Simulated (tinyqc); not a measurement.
Polarity, charge and susceptibility across compounds: bond-orbital model of a tetrahedral semiconductor (Harrison's universal couplings).

Hybrid level eh = (es + 3 ep)/4; metallic energy V1 = (ep - es)/4 for each atom; covalent energy V2 = 3.22 hbar^2/(m d^2); polar energy V3 = (ehc - eha)/2; hbar^2/m = 2c, c = hbar^2/2m0. Polarity ap = V3/sqrt(V2^2 + V3^2), covalency ac = V2/sqrt(V2^2 + V3^2). p-p coupling at Gamma Exx = (4/3)(2.22 - 2 x 0.63) hbar^2/(m d^2) = 1.28 hbar^2/(m d^2), s-s coupling Ess = 4 x 1.32 hbar^2/(m d^2).

Constants: hbar^2/2m0 = 3.80998211 eV angstrom^2; e^2/(4 pi eps0) = 14.39964547 eV angstrom.

Compounds, values chosen for the exercise (eV, angstrom):
```
name             esc     epc     esa     epa     d  Z
diamond-like  -19.53  -10.93  -19.53  -10.93  1.55  4
BN-like       -13.35   -8.35  -25.85   -13.9  1.57  5
GaP-like      -11.57   -5.66  -19.05   -9.65  2.36  5
Ge-like       -15.16   -7.26  -15.16   -7.26  2.43  4
InAs-like     -10.26    -5.3  -18.79   -8.85  2.63  5
InSb-like     -10.23   -5.36  -16.09    -8.2  2.81  5
```

Z* = 4 ap - (Z - 4). Bond-orbital susceptibility: eps = 1 + gamma^2 pi N e^2 d^2 V2^2/(3 (V2^2 + V3^2)^(3/2)) with N = 8 electrons per cell of volume 16 d^3/(3 sqrt3), e^2 = e^2/(4 pi eps0) and gamma = 1 (no scale factor, so all values come out low).

Series:
```
name          V2 (eV)  V3 (eV)     ap     Z*   eps
diamond-like   10.213    0.000  0.000  0.000  3.47
BN-like         9.954    3.644  0.344  0.375  3.08
GaP-like        4.405    2.431  0.483  0.933  3.53
Ge-like         4.155    0.000  0.000  0.000  4.88
InAs-like       3.547    2.397  0.560  1.240  3.39
InSb-like       3.107    1.798  0.501  1.003  3.91
```

What can be read from this table?

The most polar is InAs-like (ap = 0.56) and the least diamond-like and Ge-like. eps - 1 goes as ac^3/(d V2), that is as d ac^3: the largest value, 4.88, is that of Ge-like and the smallest that of BN-like; long and covalent bonds polarise most; the scale factor, held fixed here, grows down the periodic table and changes the order of real crystals. Short bonds raise V2 as 1/d^2 and so lower the polarity for a given V3.

tinyqc: `OMP_NUM_THREADS=1 python tinyqc.py 1480098 1480099 out.jsonl`; about 0.01 s, one thread, shared Intel(R) Xeon(R) Processor @ 2.30GHz.
